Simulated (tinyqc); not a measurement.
Critical temperature from a phonon spectrum: McMillan, Allen-Dynes and the linearised Eliashberg equation: one step, computed by the program tinyqc. Command: `OMP_NUM_THREADS=1 python tinyqc.py 3001825 3001826 out.jsonl eliashberg walk`. One thread of a shared host (Intel(R) Xeon(R) Processor @ 2.30GHz), about 0.01 s of CPU time with the checks.

alpha^2 F(omega) = sum_i (lambda_i omega_i/2) delta(omega - omega_i), so that lambda = 2 int alpha^2 F/omega d omega = sum_i lambda_i.

Problem. McMillan and Allen-Dynes. McMillan form: k_B T_c = (omega_log/1.2) exp[-1.04 (1 + lambda)/(lambda - mu* (1 + 0.62 lambda))]. Allen-Dynes multiplies it by f1 f2: f1 = [1 + (lambda/L1)^(3/2)]^(1/3), L1 = 2.46 (1 + 3.8 mu*); f2 = 1 + (omega_rms/omega_log - 1) lambda^2/(lambda^2 + L2^2), L2 = 1.82 (1 + 6.3 mu*) omega_rms/omega_log.

Inputs (values chosen for the exercise, for a model metal): Coulomb pseudopotential mu* = 0.1.

Peaks in alpha^2 F: two.

lambda = 2.287

omega_rms = 18.83185 meV

omega_log = 17.05904 meV

Constants: k_B = 8.617333262e-05 eV/K.

Give: T_c, McMillan form; f1; f2; T_c, Allen-Dynes.

Solution.

T_c, McMillan form = 31.01 K

f1 = 1.158

f2 = 1.034

T_c, Allen-Dynes = 37.13 K

The two corrections raise T_c by 19.7 %. Caution: for lambda above about 1.5 the plain McMillan form saturates and falls short.
